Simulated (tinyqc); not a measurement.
Strain, valley repopulation and piezoresistance in a many-valley conduction band: one step, computed by the program tinyqc.

Valleys are ellipsoids with mass m_l along the axis a and m_t across it, parabolic, with one constant relaxation time; strain shifts the valleys and leaves the masses alone. Currents are taken along [100], along the load, and along [010], across the load.

Task: Mobility tensor and resistance change. Mobility tensor mu = e tau sum_v (n_v/n) [1/m_t + (1/m_l - 1/m_t) a a^T]; unstrained mu_0 = e tau (1/m_l + 2/m_t)/3; resistivity along d from the inverse tensor, rho_d = d.mu^-1.d/(n e), mobility along d = 1/(d.mu^-1.d); gauge pi_d = (rho_d/rho_0 - 1)/X.

Inputs (values chosen for the exercise, for a model crystal):
```
quantity,value,unit
longitudinal mass m_l,0.749,m_0
transverse mass m_t,0.133,m_0
relaxation time tau,43,fs
temperature T,300,K
```

Valley axes: <100> (6 valleys in 3 pairs). Load: uniaxial [100].

share of the electrons (per pair): x 0.2452357, y 0.3773821, z 0.3773821

Constants: e = 1.602176634e-19 C; m_0 = 9.1093837015e-31 kg.

Give: mobility tensor; unstrained mobility mu_0; mobility along the first direction; mobility along the second direction; resistance change along the first direction; resistance change along the second direction.

Result:

mobility tensor (cm^2/(V s)):
```
,x,y,z
x,454.0,0.0,0.0
y,0.0,392.2,0.0
z,0.0,0.0,392.2
```

unstrained mobility mu_0 = 412.8 cm^2/(V s)

mobility along the first direction = 454.0 cm^2/(V s)

mobility along the second direction = 392.2 cm^2/(V s)

resistance change along the first direction = -9.076 %

resistance change along the second direction = 5.253 %

The mobility lies between e tau/m_l = 101 and e tau/m_t = 569; the trace stays at 3 mu_0. Along the first direction the filled valleys present more of their light mass.
